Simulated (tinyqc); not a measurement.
# Changing the roughness of the surface sigma_1

Model: X-ray reflectivity of a thin film on silicon: critical angles, Parratt recursion, fringes and roughness. Computed by tinyqc, a small Python program. Command: `OMP_NUM_THREADS=1 python tinyqc.py 3121004 3121005 out.jsonl xrr sweep`. One thread of a shared host (Intel(R) Xeon(R) Processor @ 2.30GHz), about 0.01 s of CPU time with the checks.

n = 1 - delta + i beta; the classical electron radius is r_e = 2.8179403e-6 nm. Layer 0 is vacuum, 1 the film, 2 the substrate.

Inputs (values chosen for the exercise, modelled on a porous low-k film on silicon, copper K-alpha radiation): wavelength lambda = 0.15406 nm; film density rho = 1.23 g/cm^3; effective electrons per unit mass, film = 0.516 mol/g; beta/delta, film = 0.011; film thickness d = 8.78 nm; roughness of the interface sigma_2 = 0.11 nm; substrate density = 2.33 g/cm^3; effective electrons per unit mass, substrate = 0.507 mol/g; beta/delta, substrate = 0.023; grazing angle theta = 1.12 degrees.

Constants: N_A = 6.02214076e+23 1/mol.

Method:
- delta = r_e lambda^2 rho_e/(2 pi), rho_e = density x electrons per mass x N_A; critical angle sqrt(2 delta), q_c = 4 sqrt(pi r_e rho_e).
- k_j = (2 pi/lambda) sqrt(sin^2 theta - 2 delta_j + 2 i beta_j); r_ij = (k_i - k_j)/(k_i + k_j) x exp(-2 k_i k_j sigma^2) (Nevot-Croce); r = (r_01 + r_12 p)/(1 + r_01 r_12 p), p = exp(2 i k_1 d); R = |r|^2.
- Far above the critical angle the period is d theta = lambda/(2 d), or 2 pi/d in q; the envelope runs between (|r_01| - |r_12 p|)^2 and (|r_01| + |r_12 p|)^2; contrast = 2 a b/(a^2 + b^2) with a = |r_01|, b = |r_12 p|; roughness factors on the amplitudes are about exp(-q^2 sigma^2/2).

One run for each value:
```
roughness of the surface sigma_1 (nm)  contrast  roughness factor, surface  reflectivity R
0.0                                      0.9896                      1.000       6.616e-05
0.2                                      0.9955                      0.950       6.263e-05
0.4                                      0.9984                      0.816       5.374e-05
0.6                                      0.9545                      0.633       4.326e-05
0.8                                      0.8159                      0.443       3.441e-05
1.0                                      0.5934                      0.281       2.843e-05
1.2                                      0.3651                      0.160       2.498e-05
1.4                                      0.1948                      0.083       2.320e-05
1.6                                      0.0923                      0.039       2.234e-05
```

Over the rows, contrast goes from 0.990 through a maximum among these rows, 0.998 at 0.400, to 0.0923; roughness factor, surface falls from 1.00 to 0.0386; reflectivity R falls from 6.62e-5 to 2.23e-5. The contrast is largest at sigma_1 = 0.4 nm among these rows, where the two amplitudes are most nearly equal.

Extremes, crossings and ranges named in words are read from the listed rows.
